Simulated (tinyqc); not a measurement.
Thickness of the outer barriers: double quantum well by finite differences.

Finite differences on points z_i at the centres of cells of width h: H_ii = (c/h^2)(1/m_(i-1/2) + 1/m_(i+1/2)) + V_i, H_(i,i+1) = -(c/h^2)/m_(i+1/2), where m_(i+1/2) is the mean of the masses at the two points (the end values are repeated outwards), psi = 0 on the points beyond both ends, c = hbar^2/2m0. The field adds e F (z - z0) with z0 the middle of the structure; 1 kV/cm = 1e-5 eV/angstrom.

Constants: hbar^2/2m0 = 3.80998211 eV angstrom^2.

Values chosen for the exercise (out of a larger set: near those of a strained Si well in SiGe; not measured data): layers = ((28, 0.182, 0.912), (21, 0, 0.925), (14, 0.182, 0.912), (14, 0, 0.925), (28, 0.182, 0.912)) (each layer: thickness in angstrom, band edge in eV, mass in m0); hf = 0.4375 angstrom (cell width of the fine grid).

Fine grid, zero field, both outer layers set to each thickness in turn.

Levels (eV):
```
outer layers (angstrom)       E1       E2       E3
7.000                    0.04400  0.07345  0.16336
14.000                   0.04254  0.06993  0.15416
28.000                   0.04242  0.06956  0.15148
56.000                   0.04242  0.06955  0.15125
112.000                  0.04242  0.06955  0.15125
```

Which of the three levels are properties of the well, and how thick must the outer layers be?

E1 is bound, and within 0.1 meV of the last row from 28 angstrom on. E2 is bound, and within 0.1 meV of the last row from 28 angstrom on. E3 is bound, and within 0.1 meV of the last row from 56 angstrom on.

tinyqc: `OMP_NUM_THREADS=1 python tinyqc.py 1280745 1280746 out.jsonl`; about 0.04 s, one thread, shared Intel(R) Xeon(R) Processor @ 2.30GHz.
